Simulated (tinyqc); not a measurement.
Inside a calculation. Model: gated graphene, quantum capacitance.

Computed by the program tinyqc: `OMP_NUM_THREADS=1 python tinyqc.py 2200012 2200013 out.jsonl`, one thread of a shared Intel Xeon 2.30GHz, about 0.01 s for the whole run. Printed values are rounded.

phi is the Fermi level above the Dirac point, in volts; Vg is counted from the gate voltage of charge neutrality. Ideal linear bands, no charge puddles.

Values chosen for this exercise; values close to those of graphene:
- T = 77 K (temperature)
- eox = 7.47 (relative permittivity of the gate insulator (close to silicon nitride))
- tox = 15 nm (insulator thickness)
- vF = 1.12e6 m/s (Fermi velocity)
- Dit = 0 cm^-2 eV^-1 (density of traps)
- Vg = 0.93 V (gate voltage)

Constants: q = 1.602176634e-19 C, kB = 1.380649e-23 J/K, hbar = 1.054571817e-34 J s, Vt = kB T/q, eps0 = 8.8541878128e-14 F/cm where lengths are in cm. Results are converted to the units shown.

## Gate capacitance

Cox = eps0 eox/tox.

Cox = 0.4409386 uF/cm^2

## Starting value

phi = 0.01 V.

phi at the start = 0.01 V

## Iteration 1: new phi

N0 = (2/pi)(kB T/(hbar vF))^2; n = N0 F1(phi/Vt), p = N0 F1(-phi/Vt), F1(e) = int_0^infinity u du/(1 + exp(u - e)) = -Li2(-exp(e)); Cq = q d(n - p)/dphi = (q N0/Vt) ln[2 (1 + cosh(phi/Vt))]. Newton: f = phi + q (n - p + Dit phi)/Cox - Vg, phi(new) = phi - f/(1 + (Cq + q Dit)/Cox).

n = 1.325592e10 cm^-2
p = 1.084936e9 cm^-2
Cq = 0.2375268 uF/cm^2
f = -0.9155776 V
phi after iteration 1 = 0.6050392 V

## Iteration 2: new phi

As before.

n = 2.144971e13 cm^-2
p = 1.293061e-30 cm^-2
Cq = 11.35550 uF/cm^2
f = 7.468918 V
phi after iteration 2 = 0.3258589 V

## Iteration 3: new phi

As before.

n = 6.227787e12 cm^-2
p = 2.423436e-12 cm^-2
Cq = 6.115790 uF/cm^2
f = 1.658763 V
phi after iteration 3 = 0.2143075 V

## Course of the iteration

Stop when the step is below 1e-10 V, or after 40 iterations.

Course of the iteration:

| iteration | phi before the step (V) | step (V) |
|---|---|---|
| 1 | 0.01 | 0.595 |
| 2 | 0.6050392 | -0.279 |
| 3 | 0.3258589 | -0.112 |
| 4 | 0.2143075 | -0.0262 |
| 5 | 0.1881434 | -1.62e-3 |
| 6 | 0.1865261 | -6.23e-6 |
| 7 | 0.1865198 | -9.23e-11 |

Converged in 7 iterations.

## Charge and capacitances at the solution

converged phi = 0.1865198 V

N0 = (2/pi)(kB T/(hbar vF))^2; n = N0 F1(phi/Vt), p = N0 F1(-phi/Vt), F1(e) = int_0^infinity u du/(1 + exp(u - e)) = -Li2(-exp(e)); Cq = q d(n - p)/dphi = (q N0/Vt) ln[2 (1 + cosh(phi/Vt))]. 1/C_G = 1/Cox + 1/(Cq + q Dit); dphi/dVg = Cox/(Cox + Cq + q Dit).

n - p = 2.046148e12 cm^-2
Cq = 3.500644 uF/cm^2
C_G = 0.3916115 uF/cm^2
dphi/dVg = 0.1118684

Cq is 7.94 times Cox, so C_G is 88.8 % of Cox; 20.1 % of the gate voltage has gone into phi.
